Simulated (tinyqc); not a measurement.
# Floating body of a partially depleted SOI transistor: body voltage and kink: transfer curve and swing

Source at 0 V. Channel current Ic = 2 nf K Vt^2 [F(0) - F(Vd)](1 + la Vd), F(V) = ln^2(1 + exp((Vg - VT - nf V)/(2 nf Vt))), VT = VT0 - gb Vb. Saturation voltage Vs = 2 Vt sqrt(F(0)) + 3 Vt, excess Ve = (Vd - Vs + sqrt((Vd - Vs)^2 + 0.0004 V^2))/2, multiplication M1 = Ai Ve exp(-Bl/Ve). Each junction passes D(v) = J1 (exp(v/Vt) - 1) + J2 (exp(v/(2 Vt)) - 1). Bipolar current Ib = bb J1 (exp(Vb/Vt) - 1). The body settles where M1 (Ic + Ib) = D(Vb) + D(Vb - Vd) + Vb/Rb; drain current Id = (1 + M1)(Ic + Ib) - D(Vb - Vd).

Rows with more than one solution for Vb (latch) are left out; dId/dVd by a forward difference over 1e-4 V, swing = 1e-4 V over the change of log10 Id; M1 under 1e-12 is printed as 0.

Values chosen for this exercise; values of the order met in partially depleted silicon-on-insulator transistors:
```
symbol    value         unit                                                                                            meaning
T           300            K                                                                                        temperature
VT0        0.53            V                                                                     threshold at zero body voltage
gb         0.12                                                                  fall of the threshold per volt of body voltage
nf          1.2                                                                                                    slope factor
K           130  uA/(V^2 um)                                                                              gain factor per width
la         0.08          1/V                                                                   channel-length modulation factor
Ai         3.93          1/V                                                                        impact-ionisation prefactor
Bl          4.7            V                                                                          impact-ionisation voltage
J1      2.4e-12        uA/um                                                      diffusion saturation current of each junction
J2       7.1e-9        uA/um                                                  recombination saturation current of each junction
bb          0.5                                                 gain of the lateral bipolar transistor on the diffusion current
Rb          1e9      kohm um  resistance of a weak body tie to the source (1e9 stands for no tie, and the term is then dropped)
Vd          1.4            V                                                                                      drain voltage
```

Constants: q = 1.602176634e-19 C, kB = 1.380649e-23 J/K, Vt = kB T/q. Results are converted to the units shown.

Results:
```
Vg (V)	Vb (V)	M1	Id, floating (uA/um)	Id, grounded (uA/um)	ratio	swing, floating (mV/decade)	swing, grounded (mV/decade)
0.08	0.08721	0.1487	1.942e-7	1.406e-7	1.381	64.83	75.25
0.18	0.2630	0.1486	9.266e-6	3.350e-6	2.766	58.03	71.71
0.28	0.4228	0.1477	4.327e-4	8.276e-5	5.229	62.79	72.08
0.38	0.5241	0.1430	0.01366	0.001938	7.048	72.17	74.60
0.48	0.5947	0.1265	0.2156	0.03602	5.985	102.3	85.79
0.68	0.6534	0.06965	3.529	1.585	2.226	279.8	199.2
0.78	0.6613	0.04641	7.011	4.041	1.735	399.1	303.3
0.88	0.6626	0.02901	11.60	7.701	1.507	520.1	418.1
```

Estimate the missing row, Vg = 0.58 V.

Computed row:
```
Vg (V)	Vb (V)	M1	Id, floating (uA/um)	Id, grounded (uA/um)	ratio	swing, floating (mV/decade)	swing, grounded (mV/decade)
0.58	0.6346	0.09819	1.244	0.3585	3.470	174.2	123.0
```

With this row back in the table: Vb rises from 0.0872 to 0.663 V. The smallest swing among the rows is 58.0 mV a decade with a floating body (at Vg = 0.18 V) and 71.7 with a grounded one; Vt ln 10 = 59.5. The floating swing is smaller by more than 3 % for Vg = 0.08, 0.18, 0.28, 0.38 V, where the rising Vb lowers the threshold as Vg rises. In the first row the floating body raises the current by a factor of 1.38.

Range of the model: The multiplication law is an empirical form chosen for the exercise; self-heating and capacitive coupling to the body are left out, and the linear laws are rough once Vb passes about 0.7 V or M1 about 0.1.

tinyqc, about 0.2 s, one thread, Intel Xeon 2.30GHz (shared host): `OMP_NUM_THREADS=1 python tinyqc.py 2182168 2182169 out.jsonl`
